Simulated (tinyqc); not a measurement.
FinFET, parasitic resistance, capacitance and delay: one step of the calculation.

Nf fins under one contact; each has gated perimeter p = 2 Hf + Wf and cross-section A = Hf Wf; contact width Wc = Nf pf, stack height Hs = Hf. Contact length Lc = CPP - Lg - 2 Lsp, shared by two neighbouring gates. Source and drain sides are equal. The formulas are first-order estimates, not field solutions.

Question. Effective current, delay and energy. Ieff = (IH + IL)/2, delay CL Vdd/(2 Ieff), energy CL Vdd^2, with CL the load of an inverter that drives an equal one.

Values chosen for this exercise: supply voltage Vdd = 0.75 V.

IH = I(Vdd, Vdd/2) = 286.98063 uA
IL = I(Vdd/2, Vdd), solved likewise = 119.92960 uA
CL = 761.65266 aF

Give: Ieff; delay; energy.

Answer.

Ieff = 203.5 uA
delay = 1.404 ps
energy = 428.4 aJ

Numbers from tinyqc (`OMP_NUM_THREADS=1 python tinyqc.py 2170022 2170023 out.jsonl`; about 0.02 s on one thread of a shared Intel Xeon 2.30GHz).
